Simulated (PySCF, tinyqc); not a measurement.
Inside a calculation. Method: MP2 on RHF in the sto-3g basis, for H6, spin multiplicity 1. The lowest restricted solution is unstable here: a spin-polarised one lies 0.0042 hartree lower (PySCF). One step of it, computed by the program tinyqc.

Task: Second-order Moller-Plesset energy. E2 = sum_ijab (ia|jb) [2 (ia|jb) - (ib|ja)] / (e_i + e_j - e_a - e_b) over occupied i, j and virtual a, b; the opposite-spin part is (ia|jb)^2 / denominator, the rest is same-spin, and SCS-MP2 scales them by 6/5 and 1/3.

orbital energies (hartree): MO1 -0.702328, MO2 -0.555935, MO3 -0.309206, MO4 0.223016, MO5 0.681099, MO6 1.174790

Two-electron integrals over orbitals (pq|rs), unique and non-zero (hartree):
```
(11|11) 0.446870    (21|11) -0.000193   (21|21) 0.137131    (22|11) 0.364828
(22|21) 0.000260    (22|22) 0.387964    (31|11) -0.080813   (31|21) -0.000026
(31|22) 0.019553    (31|31) 0.096125    (32|11) -0.000049   (32|21) 0.095623
(32|22) 0.000286    (32|31) -0.000071   (32|32) 0.122908    (33|11) 0.368042
(33|21) -0.000158   (33|22) 0.356804    (33|31) -0.015192   (33|32) -0.000205
(33|33) 0.378459    (41|11) -0.000100   (41|21) 0.055022    (41|22) -0.000051
(41|31) -0.000070   (41|32) -0.017036   (41|33) 0.000065    (41|41) 0.077115
(42|11) 0.087184    (42|21) -0.000147   (42|22) 0.020431    (42|31) -0.062372
(42|32) -0.000098   (42|33) -0.001243   (42|41) -0.000042   (42|42) 0.089944
(43|11) -0.000137   (43|21) -0.090004   (43|22) -0.000249   (43|31) 0.000227
(43|32) -0.092274   (43|33) 0.000148    (43|41) -0.007420   (43|42) -0.000109
(43|43) 0.119644    (44|11) 0.377104    (44|21) -0.000127   (44|22) 0.363376
(44|31) -0.017240   (44|32) -0.000155   (44|33) 0.373703    (44|41) 0.000032
(44|42) 0.012771    (44|43) 0.000089    (44|44) 0.388453    (51|11) 0.002338
(51|21) 0.000016    (51|22) 0.038204    (51|31) 0.035982    (51|32) -0.000052
(51|33) -0.016380   (51|41) -0.000021   (51|42) 0.023164    (51|43) 4.32e-06
(51|44) -0.006051   (51|51) 0.057910    (52|11) 0.000066    (52|21) 0.050354
(52|22) 0.000087    (52|31) -0.000112   (52|32) 0.005124    (52|33) 0.000014
(52|41) 0.050184    (52|42) 0.000122    (52|43) 0.028956    (52|44) 0.000013
(52|51) 0.000075    (52|52) 0.083688    (53|11) 0.088867    (53|21) -0.000134
(53|22) 0.020740    (53|31) -0.064483   (53|32) -0.000068   (53|33) 0.009894
(53|41) -0.000040   (53|42) 0.081739    (53|43) -0.000139   (53|44) 0.007641
(53|51) 0.013963    (53|52) 0.000101    (53|53) 0.088436    (54|11) -0.000085
(54|21) 0.100343    (54|22) 0.000267    (54|31) -0.000054   (54|32) 0.115648
(54|33) -0.000219   (54|41) -0.004997   (54|42) -0.000099   (54|43) -0.092983
(54|44) -0.000170   (54|51) -0.000031   (54|52) 0.010165    (54|53) -0.000090
(54|54) 0.124535    (55|11) 0.387009    (55|21) 0.000214    (55|22) 0.397415
(55|31) 0.006433    (55|32) 0.000232    (55|33) 0.373946    (55|41) -0.000032
(55|42) 0.028048    (55|43) -0.000239   (55|44) 0.383281    (55|51) 0.034730
(55|52) 0.000094    (55|53) 0.029266    (55|54) 0.000233    (55|55) 0.427568
(61|11) 0.000061    (61|21) -0.002177   (61|22) 0.000033    (61|31) -0.000057
(61|32) 0.026742    (61|33) -0.000036   (61|41) -0.029351   (61|42) 0.000018
(61|43) 0.035012    (61|44) -0.000029   (61|51) -0.000060   (61|52) 0.034038
(61|53) 0.000009    (61|54) 0.023895    (61|55) 0.000021    (61|61) 0.068841
(62|11) 0.002984    (62|21) 0.000039    (62|22) 0.037277    (62|31) 0.034079
(62|32) -0.000036   (62|33) -0.009180   (62|41) 2.91e-06    (62|42) 0.017204
(62|43) -3.98e-06   (62|44) -0.011191   (62|51) 0.051540    (62|52) 0.000089
(62|53) 0.019090    (62|54) -0.000032   (62|55) 0.036713    (62|61) -0.000062
(62|62) 0.054099    (63|11) -0.000089   (63|21) 0.053485    (63|22) -0.000030
(63|31) -0.000067   (63|32) -0.009999   (63|33) 0.000055    (63|41) 0.069787
(63|42) -0.000040   (63|43) -0.008341   (63|44) 0.000056    (63|51) -0.000019
(63|52) 0.049200    (63|53) -0.000050   (63|54) -0.009811   (63|55) -0.000031
(63|61) -0.027343   (63|62) -3.59e-06   (63|63) 0.074208    (64|11) -0.084097
(64|21) -0.000011   (64|22) 0.011744    (64|31) 0.092440    (64|32) -0.000055
(64|33) -0.018312   (64|41) -0.000064   (64|42) -0.064242   (64|43) 0.000222
(64|44) -0.020962   (64|51) 0.033391    (64|52) -0.000110   (64|53) -0.066617
(64|54) -0.000045   (64|55) 0.009273    (64|61) -0.000054   (64|62) 0.034234
(64|63) -0.000067   (64|64) 0.101960    (65|11) -0.000180   (65|21) 0.140392
(65|22) 0.000267    (65|31) -0.000047   (65|32) 0.101491    (65|33) -0.000167
(65|41) 0.055181    (65|42) -0.000140   (65|43) -0.096259   (65|44) -0.000130
(65|51) 0.000008    (65|52) 0.052403    (65|53) -0.000129   (65|54) 0.108423
(65|55) 0.000238    (65|61) -0.002266   (65|62) 0.000034    (65|63) 0.058935
(65|64) -0.000037   (65|65) 0.160138    (66|11) 0.478661    (66|21) -0.000198
(66|22) 0.392991    (66|31) -0.086981   (66|32) -0.000053   (66|33) 0.398769
(66|41) -0.000099   (66|42) 0.095646    (66|43) -0.000156   (66|44) 0.411700
(66|51) 0.002864    (66|52) 0.000081    (66|53) 0.100402    (66|54) -0.000091
(66|55) 0.428050    (66|61) 0.000065    (66|62) 0.004008    (66|63) -0.000094
(66|64) -0.097453   (66|65) -0.000200   (66|66) 0.544131
```

Hartree-Fock energy = -3.12277922 hartree

Give: Terms; Pair energies; MP2 correlation energy; SCS-MP2 correlation energy; MP2 total energy.

Result:

Terms (the 40 largest of 81):

| i | j | a | b | (ia\|jb) | (ib\|ja) | denominator | term |
|---|---|---|---|---|---|---|---|
| 3 | 3 | 4 | 4 | 0.1196 | 0.1196 | -1.0644 | -0.0134 |
| 2 | 3 | 4 | 5 | 0.0817 | 0.0290 | -1.7693 | -0.0062 |
| 3 | 2 | 5 | 4 | 0.0817 | 0.0290 | -1.7693 | -0.0062 |
| 2 | 2 | 4 | 4 | 0.0899 | 0.0899 | -1.5579 | -0.0052 |
| 3 | 3 | 5 | 5 | 0.0884 | 0.0884 | -1.9806 | -0.0039 |
| 1 | 1 | 4 | 4 | 0.0771 | 0.0771 | -1.8507 | -0.0032 |
| 3 | 1 | 6 | 4 | 0.0698 | 0.0350 | -2.4093 | -0.0030 |
| 1 | 3 | 4 | 6 | 0.0698 | 0.0350 | -2.4093 | -0.0030 |
| 2 | 2 | 5 | 5 | 0.0837 | 0.0837 | -2.4741 | -0.0028 |
| 3 | 3 | 6 | 6 | 0.0742 | 0.0742 | -2.9680 | -0.0019 |
| 2 | 1 | 5 | 4 | 0.0502 | 0.0232 | -2.1624 | -0.0018 |
| 1 | 2 | 4 | 5 | 0.0502 | 0.0232 | -2.1624 | -0.0018 |
| 2 | 3 | 5 | 6 | 0.0492 | 0.0191 | -2.7210 | -0.0014 |
| 3 | 2 | 6 | 5 | 0.0492 | 0.0191 | -2.7210 | -0.0014 |
| 1 | 1 | 6 | 6 | 0.0688 | 0.0688 | -3.7542 | -0.0013 |
| 1 | 1 | 5 | 5 | 0.0579 | 0.0579 | -2.7669 | -0.0012 |
| 2 | 1 | 6 | 5 | 0.0515 | 0.0340 | -3.1142 | -0.0011 |
| 1 | 2 | 5 | 6 | 0.0515 | 0.0340 | -3.1142 | -0.0011 |
| 2 | 2 | 6 | 6 | 0.0541 | 0.0541 | -3.4614 | -0.0008 |
| 2 | 3 | 5 | 4 | 0.0290 | 0.0817 | -1.7693 | 3.90e-04 |
| 3 | 2 | 4 | 5 | 0.0290 | 0.0817 | -1.7693 | 3.90e-04 |
| 1 | 1 | 4 | 6 | -0.0294 | -0.0294 | -2.8025 | -3.07e-04 |
| 1 | 1 | 6 | 4 | -0.0294 | -0.0294 | -2.8025 | -3.07e-04 |
| 1 | 3 | 6 | 6 | -0.0273 | -0.0273 | -3.3611 | -2.22e-04 |
| 3 | 1 | 6 | 6 | -0.0273 | -0.0273 | -3.3611 | -2.22e-04 |
| 1 | 2 | 6 | 5 | 0.0340 | 0.0515 | -3.1142 | -1.81e-04 |
| 2 | 1 | 5 | 6 | 0.0340 | 0.0515 | -3.1142 | -1.81e-04 |
| 2 | 2 | 4 | 6 | 0.0172 | 0.0172 | -2.5097 | -1.18e-04 |
| 2 | 2 | 6 | 4 | 0.0172 | 0.0172 | -2.5097 | -1.18e-04 |
| 3 | 1 | 5 | 5 | 0.0140 | 0.0140 | -2.3737 | -8.21e-05 |
| 1 | 3 | 5 | 5 | 0.0140 | 0.0140 | -2.3737 | -8.21e-05 |
| 2 | 3 | 6 | 5 | 0.0191 | 0.0492 | -2.7210 | 7.73e-05 |
| 3 | 2 | 5 | 6 | 0.0191 | 0.0492 | -2.7210 | 7.73e-05 |
| 2 | 1 | 4 | 5 | 0.0232 | 0.0502 | -2.1624 | 4.13e-05 |
| 1 | 2 | 5 | 4 | 0.0232 | 0.0502 | -2.1624 | 4.13e-05 |
| 1 | 3 | 4 | 4 | -0.0074 | -0.0074 | -1.4576 | -3.78e-05 |
| 3 | 1 | 4 | 4 | -0.0074 | -0.0074 | -1.4576 | -3.78e-05 |
| 3 | 3 | 4 | 6 | -0.0083 | -0.0083 | -2.0162 | -3.45e-05 |
| 3 | 3 | 6 | 4 | -0.0083 | -0.0083 | -2.0162 | -3.45e-05 |
| 1 | 3 | 6 | 4 | 0.0350 | 0.0698 | -2.4093 | -3.46e-06 |

Pair energies (hartree; pair i-j sums ij and ji):

| pair | opposite spin | same spin |
|---|---|---|
| 1-1 | -0.0063 | 0 |
| 2-1 | -0.0053 | -0.0009 |
| 2-2 | -0.0091 | 0 |
| 3-1 | -0.0057 | -0.0010 |
| 3-2 | -0.0105 | -0.0038 |
| 3-3 | -0.0193 | 0 |

MP2 correlation energy = -0.061989 hartree

SCS-MP2 correlation energy = -0.069454 hartree

MP2 total energy = -3.184768 hartree
